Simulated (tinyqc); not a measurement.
# Gap and radiative efficiency from Jsc and Voc

Problem. Photon flux above E from a black body at temperature T into a hemisphere: Phi(E, T) = A sum_k exp(-k E/th)[E^2 th/k + 2 E th^2/k^2 + 2 th^3/k^3], k = 1, 2, ..., with th = kB T/q in eV and A = 2 pi q^3/(h^3 c^2). A cell with a sharp absorption edge has Jsc = q fs X Phi(Eg, Ts) and Voc = Vt ln(1 + Jsc/J0), J0 = q ge Phi(Eg, T)/ERE. Find Eg and ERE.

Parameters, values chosen for the exercise:
- T = 300 K (cell temperature)
- Ts = 4500 K (temperature of the black-body sun)
- fs = 2.16e-5 (share of the hemisphere filled by the sun)
- X = 1 (concentration)
- ge = 2 (number of faces that emit)

Constants: q = 1.602176634e-19 C, kB = 1.380649e-23 J/K, h = 6.62607015e-34 J s, c = 299792458 m/s, Vt = kB T/q. Results are converted to the units shown.

Jsc = 3.61381461 mA/cm^2
Voc = 1.58316490 V

Solution. Phi falls steadily with E, so Jsc fixes Eg; Voc gives J0, and its ratio to the radiative dark current is 1/ERE.

Eg = 2.120 eV
ERE = 0.001000

Numbers from tinyqc (`OMP_NUM_THREADS=1 python tinyqc.py 2820019 2820020 out.jsonl`; about 0.01 s on one thread of a shared Intel Xeon 2.30GHz).
